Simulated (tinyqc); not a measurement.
# Reverse leakage of an n+-p junction: diffusion, generation, trap-assisted and band-to-band tunnelling: leakage components against the temperature

One-sided abrupt junction in the depletion approximation, x from the junction (0) to W on the p side, field F = F0 (1 - x/W). Flat quasi-Fermi levels, long p side. Traps generate through SRH with both lifetimes shortened by 1 + Gamma (Hurkx enhancement, form for moderate fields); band-to-band generation is local and needs a total bending above Eg.

Nc and Nv are given at 300 K and scale as (T/300 K)^1.5; all else is held fixed. ni = sqrt(Nc Nv) exp(-Eg/(2 Vt)), Eg in volts; Vbi = Vt ln(Na Nd/ni^2); W = sqrt(2 eps0 eps_r (Vbi + VR)/(q Na)); F0 = 2 (Vbi + VR)/W; FG = sqrt(24 mt m0 (kB T)^3)/(q hbar); J_diff = q ni^2 sqrt(Dn/tau)(1 - exp(-VR/Vt))/Na. u = (Vbi + VR)(1 - x/W)^2, p = Na exp(-u/Vt), n = Nd exp((u - Vbi - VR)/Vt); G0 = ni^2 (1 - exp(-VR/Vt))/(tau (n + p + 2 ni cosh(Et/Vt))); Gamma = 2 sqrt(3 pi)(F/FG) exp((F/FG)^2); trap-assisted part G0 Gamma; G_bb = Ab F^2.5 exp(-Bb/F) with F in V/cm, zero unless Vbi + VR > Eg. Currents are q times the integrals over 0 to W; J_bb under 1e-8 of J is printed as 0; rows with F0/FG above 2.2, beyond the range of this Gamma, are left out.

Parameters, values chosen for the exercise; band and dielectric values close to those of silicon: band gap Eg = 1.12 eV; relative permittivity eps_r = 11.8; conduction-band density of states at the reference temperature Nc = 2.77e19 cm^-3; valence-band density of states at the reference temperature Nv = 2.62e19 cm^-3; acceptor density of the lighter side Na = 2.3e17 cm^-3; donor density of the heavier side Nd = 1e19 cm^-3; SRH lifetime of both carriers at zero field tau = 2e-6 s; trap level above the intrinsic level Et = 0 eV; tunnelling mass mt = 0.24 m0; electron diffusion coefficient on the lighter side Dn = 25 cm^2/s; band-to-band prefactor Ab = 7.6e14 cm^-0.5 V^-2.5 s^-1; band-to-band field constant Bb = 1.93e7 V/cm; reverse bias VR = 1.1 V.

Constants: q = 1.602176634e-19 C, kB = 1.380649e-23 J/K, hbar = 1.054571817e-34 J s, m0 = 9.1093837015e-31 kg, Vt = kB T/q, eps0 = 8.8541878128e-14 F/cm where lengths are in cm. Results are converted to the units shown.

Result of one run:

| T (K) | F0 (kV/cm) | F0/FG | J_diff (A/cm^2) | J_SRH (A/cm^2) | J_TAT (A/cm^2) | J_bb (A/cm^2) | J (A/cm^2) | largest part |
|---|---|---|---|---|---|---|---|---|
| 220 | 387 | 1.71 | 1.55e-20 | 4.39e-13 | 1.38e-11 | 5.39e-19 | 1.43e-11 | trap-assisted tunnelling |

What becomes of these results when the temperature T is changed from 220 to 280 K, all else the same?

Result of the changed run:

| T (K) | F0 (kV/cm) | F0/FG | J_diff (A/cm^2) | J_SRH (A/cm^2) | J_TAT (A/cm^2) | J_bb (A/cm^2) | J (A/cm^2) | largest part |
|---|---|---|---|---|---|---|---|---|
| 280 | 384 | 1.18 | 1.01e-14 | 3.63e-10 | 3.44e-9 | 0 | 3.80e-9 | trap-assisted tunnelling |

The whole series:

| T (K) | F0 (kV/cm) | F0/FG | J_diff (A/cm^2) | J_SRH (A/cm^2) | J_TAT (A/cm^2) | J_bb (A/cm^2) | J (A/cm^2) | largest part |
|---|---|---|---|---|---|---|---|---|
| 220 | 387 | 1.71 | 1.55e-20 | 4.39e-13 | 1.38e-11 | 5.39e-19 | 1.43e-11 | trap-assisted tunnelling |
| 250 | 386 | 1.40 | 2.73e-17 | 1.87e-11 | 2.87e-10 | 0 | 3.06e-10 | trap-assisted tunnelling |
| 280 | 384 | 1.18 | 1.01e-14 | 3.63e-10 | 3.44e-9 | 0 | 3.80e-9 | trap-assisted tunnelling |
| 310 | 382 | 1.01 | 1.22e-12 | 4.05e-9 | 2.69e-8 | 0 | 3.09e-8 | trap-assisted tunnelling |
| 340 | 379 | 0.870 | 6.51e-11 | 3.00e-8 | 1.51e-7 | 0 | 1.81e-7 | trap-assisted tunnelling |
| 370 | 377 | 0.762 | 1.86e-9 | 1.63e-7 | 6.52e-7 | 0 | 8.17e-7 | trap-assisted tunnelling |
| 400 | 375 | 0.674 | 3.28e-8 | 6.95e-7 | 2.30e-6 | 0 | 3.02e-6 | trap-assisted tunnelling |
| 430 | 372 | 0.601 | 3.93e-7 | 2.45e-6 | 6.83e-6 | 0 | 9.67e-6 | trap-assisted tunnelling |

J rises from 1.43e-11 to 9.67e-6 A/cm^2. Trap-assisted tunnelling leads at T = 220 and in all other rows. Activation energies over the table: 1.20 eV for diffusion (Eg = 1.12 eV, raised by the T^3 of ni^2), 0.603 eV for SRH generation (Eg/2 + |Et| = 0.560 eV), 0.509 eV for the trap-assisted part, lower since Gamma grows on cooling; the total shows 0.484 eV at the cold end and 0.575 eV at the hot end.

Range of the model: The n+ side is degenerate, so Vbi from Boltzmann statistics is only a guide.

tinyqc, about 0.01 s, one thread, Intel Xeon 2.30GHz (shared host): `OMP_NUM_THREADS=1 python tinyqc.py 2290069 2290070 out.jsonl`
